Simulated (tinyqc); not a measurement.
Inside a calculation. Model: long-channel MOSFET, surface-potential model.

tinyqc, about 0.03 s, one thread, Intel Xeon 2.30GHz (shared host): `OMP_NUM_THREADS=1 python tinyqc.py 2360021 2360022 out.jsonl` Printed values are rounded.

n-channel transistor on a uniformly doped p-type body, gradual-channel approximation, constant mobility, Boltzmann statistics, full ionisation. Potentials are counted from the neutral body; V is the electron quasi-Fermi potential, Vsb at the source and Vsb + Vds at the drain. Charges are magnitudes per area.

Inputs (values chosen for the exercise); material values close to those of silicon:

| symbol | value | unit | meaning |
|---|---|---|---|
| T | 350 | K | temperature |
| Eg | 1.12 | eV | band gap |
| eps_r | 11.7 |  | relative permittivity of the semiconductor |
| Nc | 3.57e19 | cm^-3 | conduction-band density of states at T |
| Nv | 3.4e19 | cm^-3 | valence-band density of states at T |
| Na | 1.6e18 | cm^-3 | acceptor density of the body |
| eox | 8.6 |  | relative permittivity of the gate insulator |
| tox | 3.7 | nm | insulator thickness |
| Vfb | -0.48 | V | flat-band voltage |
| mu | 200 | cm^2/(V s) | channel mobility |
| W | 5 | um | gate width |
| L | 5 | um | gate length |
| Vsb | 0.3 | V | source-body reverse bias |
| Vgs | 1.46 | V | gate-source voltage |
| Vds | 0.1 | V | drain-source voltage |

Constants: q = 1.602176634e-19 C, kB = 1.380649e-23 J/K, Vt = kB T/q, eps0 = 8.8541878128e-14 F/cm where lengths are in cm. Results are converted to the units shown.

Range of the model: The surface field at the source is about 1.7 MV/cm, where quantisation and degeneracy of the inversion layer, left out here, matter.

## Body potential, insulator capacitance and body factor

ni = sqrt(Nc Nv) exp(-Eg/(2 Vt)), Eg in volts; phiF = Vt ln(Na/ni); Cox = eps0 eox/tox; gamma = sqrt(2 q eps0 eps_r Na)/Cox. VT = Vfb + 2 phiF + gamma sqrt(2 phiF + Vsb), m = 1 + gamma/(2 sqrt(2 phiF + Vsb)).

ni = 3.00904e11 cm^-3
phiF = 0.467082 V
Cox = 2.05800 uF/cm^2
gamma = 0.354121 V^0.5
VT = 0.847569 V
m = 1.15938

## Iteration 1: surface potential at the source by Newton steps

psi at the start (the smaller of 2 phiF + Vsb + 4 Vt and the root without inversion charge) = 1.35481 V

With V = Vsb: G = psi - Vt + Vt e, e = exp((psi - 2 phiF - Vsb)/Vt); f = Vgs + Vsb - Vfb - psi - gamma sqrt(G); f' = -1 - gamma (1 + e)/(2 sqrt(G)); psi(new) = psi - f/f'.

G = 2.97150 V
f = 0.274755 V
f' = -6.71122
psi after iteration 1 = 1.39575 V

## Iteration 2: surface potential at the source by Newton steps

As before.

G = 7.76526 V
f = -0.142552 V
f' = -14.5457
psi after iteration 2 = 1.38595 V

## Course of the iteration: surface potential at the source by Newton steps

Stop when psi changes by less than 1e-10 V, or after 40 iterations.

Course of the iteration:
```
iteration  psi (V)  |change| (V)
1          1.39575        0.0409
2          1.38595       9.80e-3
3          1.38497       9.79e-4
4          1.38496       8.93e-6
5          1.38496      7.36e-10
6          1.38496             0
```

Converged in 6 iterations. At the end the number of correct digits about doubles with each step.

## Charges and current of the charge-sheet model

psi_0 = 1.38496 V
psi_L = 1.47505 V

psi_0 and psi_L solve Vgs + Vsb - Vfb - psi = gamma sqrt(G) at V = Vsb and Vsb + Vds. Qi = Cox gamma [sqrt(G) - sqrt(psi - Vt)], G = psi - Vt + Vt exp((psi - 2 phiF - V)/Vt), at both ends. With U = Vgs + Vsb - Vfb: drift = mu (W/L) Cox [U (psi_L - psi_0) - (psi_L^2 - psi_0^2)/2 - (2/3) gamma ((psi_L - Vt)^1.5 - (psi_0 - Vt)^1.5)]; diffusion = mu (W/L) Vt (Qi0 - QiL).

Qi0 = 911.398 nC/cm^2
QiL = 698.256 nC/cm^2
drift current = 14.4992 uA
diffusion current = 1.28571 uA
drain current = 15.7849 uA

Drift carries 91.9 % of the current.

## Inversion charge along the channel

V, point 0 to 10 (V): 0.3  0.31  0.32  0.33  0.34  0.35  0.36  0.37  0.38  0.39  0.4

The surface potential psi at channel potential V solves Vgs + Vsb - Vfb - psi = gamma sqrt(G), G = psi - Vt + Vt exp((psi - 2 phiF - V)/Vt). Charge sheet: Qi = Cox gamma [sqrt(G) - sqrt(psi - Vt)]. Pao-Sah: Qi = (Cox gamma/2) integral from 3 Vt to psi of exp((u - 2 phiF - V)/Vt)/sqrt(G(u, V)) du.

```
point  psi (V)  Qi, charge sheet (nC/cm^2)  Qi, Pao-Sah (nC/cm^2)
0      1.38496                     911.398                919.840
1      1.39406                     889.841                898.066
2      1.40313                     868.333                876.344
3      1.41219                     846.876                854.674
4      1.42123                     825.471                833.059
5      1.43025                     804.121                811.499
6      1.43926                     782.827                789.998
7      1.44824                     761.592                768.556
8      1.45720                     740.416                747.176
9      1.46613                     719.303                725.860
10     1.47505                     698.256                704.611
```

At the source the charge-sheet charge is 0.92 % below the Pao-Sah one.

## Pao-Sah current by Simpson's rule

I = mu (W/L) integral of Qi dV; Simpson's rule on the 11 points, step Vds/10, weights 1, 4, 2, ..., 4, 1 times step/3.

Pao-Sah current = 16.2348 uA

Gauss-Legendre quadrature on many points gives 16.23 uA, so this value is within 0.01 % of it; the charge-sheet current, 15.78 uA, is 2.8 % below it.
